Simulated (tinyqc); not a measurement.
# Via and link resistance from two via chains

Question. A chain of 5000 vias joined by 5000 metal links has R = 5000 (Rv + Rlink), with Rlink proportional to the link length. Find Rv, Rlink for length L, and the value of Rv that the short chain would give if the links were ignored.

resistance of chains of 5000 links with link lengths L and 3 L (ohm): 44000  81000

Solution. R per link is a straight line in the link length; its intercept at zero length is Rv.

Rv = 5.100 ohm
Rlink = 3.700 ohm
Rv without correction = 8.800 ohm

tinyqc, about 0.01 s, one thread, Intel Xeon 2.30GHz (shared host): `OMP_NUM_THREADS=1 python tinyqc.py 2750059 2750060 out.jsonl`
